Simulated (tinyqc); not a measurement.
Hubbard ring of 3 sites, step by step. Computed by tinyqc, a small Python program that keeps every step. Settings: hopping = 1.73, U = 2.3, mixing = 1, iteration cap = 69. Command: `OMP_NUM_THREADS=1 python tinyqc.py 25741 25742 out.jsonl` (the two numbers bound the seeds that draw the settings). One thread of a shared host (Intel(R) Xeon(R) Processor @ 2.60GHz), about 0.2 s of CPU time with the checks. Later iterations appear only in the table of the cycle.

## Mean-field iteration 1

one-body matrix (hopping and site energies) (eV):
```
          1         2         3
1   0.00000  -1.73000  -1.73000
2  -1.73000   0.00000  -1.73000
3  -1.73000  -1.73000   0.00000
```

U = 2.30000 eV

electrons, up and down: 2  1

mixing = 1

n(up) at the start (a guess, not normalised): 1 0.96700, 2 0.36700, 3 0.96700

n(down) at the start (a guess): 1 0.03300, 2 0.63300, 3 0.03300

H(up) = T + U n(down), H(down) = T + U n(up); fill the lowest levels; n(new) = n + mixing (n(out) - n); E = tr T (rho up + rho down) + U sum n_up n_down of the output.

levels, up (eV): -2.99804  1.80590  2.79984

levels, down (eV): -1.78374  3.12194  3.95410

energy = -3.69408 eV

n(up) after iteration 1: 1 0.88410, 2 0.23180, 3 0.88410

n(down) after iteration 1: 1 0.26784, 2 0.46433, 3 0.26784

## Mean-field iteration 2

As before.

levels, up (eV): -2.70182  2.34602  2.65579

levels, down (eV): -2.03100  2.86757  3.76343

energy = -3.72087 eV

n(up) after iteration 2: 1 0.85181, 2 0.29637, 3 0.85181

n(down) after iteration 2: 1 0.26172, 2 0.47655, 3 0.26172

## Mean-field iteration 3

As before.

levels, up (eV): -2.70345  2.33196  2.67148

levels, down (eV): -2.00161  2.91244  3.68917

energy = -3.72321 eV

n(up) after iteration 3: 1 0.85345, 2 0.29310, 3 0.85345

n(down) after iteration 3: 1 0.27302, 2 0.45396, 3 0.27302

## Convergence

Each step fills the lowest levels of T + U n(other spin) and sets n(new) = n + mixing (n(out) - n); stop when output and input agree to 1e-8.

Course of the cycle:

| iteration | E (eV) | largest \|n(out) - n(in)\| | mean \|n_up - n_down\| |
|---|---|---|---|
| 1 | -3.6940815 | 2.35e-01 | 0.48835 |
| 2 | -3.7208741 | 6.46e-02 | 0.45346 |
| 3 | -3.7232091 | 2.26e-02 | 0.44057 |
| 4 | -3.7234273 | 6.06e-03 | 0.43729 |
| 5 | -3.7234478 | 2.11e-03 | 0.43609 |
| 6 | -3.7234497 | 5.71e-04 | 0.43578 |
| 7 | -3.7234499 | 1.99e-04 | 0.43566 |
| 8 | -3.7234499 | 5.39e-05 | 0.43563 |
| 9 | -3.7234499 | 1.87e-05 | 0.43562 |
| 10 | -3.7234499 | 5.08e-06 | 0.43562 |
| 11 | -3.7234499 | 1.77e-06 | 0.43562 |
| 12 | -3.7234499 | 4.79e-07 | 0.43562 |
| 13 | -3.7234499 | 1.66e-07 | 0.43562 |
| 14 | -3.7234499 | 4.51e-08 | 0.43562 |
| 15 | -3.7234499 | 1.57e-08 | 0.43562 |
| 16 | -3.7234499 | 4.25e-09 | 0.43562 |

local moments n_up - n_down: 1 0.57671, 2 -0.15343, 3 0.57671

Converged in 16 iterations. Before convergence this energy mixes input and output and is not variational, so it may rise towards its limit.

## The many-body Hamiltonian

Basis: all placements (u, d, 2, 0 on each site), up operators ordered before down ones; hops carry the sign of the same-spin electrons passed.

H (eV):
```
          2u0       u20       uud       20u       udu       u02       duu       02u
2u0   2.30000  -1.73000  -1.73000  -1.73000   0.00000   0.00000   1.73000   0.00000
u20  -1.73000   2.30000  -1.73000   0.00000  -1.73000   0.00000   0.00000   1.73000
uud  -1.73000  -1.73000   0.00000   0.00000   0.00000  -1.73000   0.00000   0.00000
20u  -1.73000   0.00000   0.00000   2.30000  -1.73000  -1.73000  -1.73000   0.00000
udu   0.00000  -1.73000   0.00000  -1.73000   0.00000  -1.73000   0.00000  -1.73000
u02   0.00000   0.00000  -1.73000  -1.73000  -1.73000   2.30000   0.00000   0.00000
duu   1.73000   0.00000   0.00000  -1.73000   0.00000   0.00000   0.00000  -1.73000
02u   0.00000   1.73000   0.00000   0.00000  -1.73000   0.00000  -1.73000   2.30000
0u2   0.00000   0.00000   1.73000   0.00000   0.00000  -1.73000  -1.73000  -1.73000

          0u2
2u0   0.00000
u20   0.00000
uud   1.73000
20u   0.00000
udu   0.00000
u02  -1.73000
duu  -1.73000
02u  -1.73000
0u2   2.30000
```

## Exact diagonalisation (9 states)

Lowest levels of the sector, and the double occupancy of the lowest state.

lowest levels (eV): -3.83949  -3.83949  0.00000  1.56474  1.56474  2.30000

double occupancy per site = 0.16803

The mean-field solution above lies 0.1160 eV above the exact energy.

## The lowest level by Lanczos steps

From a random start vector (not printed): a_j = <q_j|H|q_j>, b_j = norm of the remainder after orthogonalising; the Ritz value is the lowest eigenvalue of the tridiagonal matrix of a and b so far.

Lanczos:

| j | a_j (eV) | b_j (eV) | lowest Ritz value (eV) |
|---|---|---|---|
| 1 | 2.50518 | 2.71481 | 2.5051811 |
| 2 | 3.98267 | 2.90946 | 0.4303948 |
| 3 | -0.93328 | 2.36438 | -2.5861832 |
| 4 | -0.33535 | 0.68746 | -3.8157771 |
| 5 | 1.68077 | 0 | -3.8394851 |
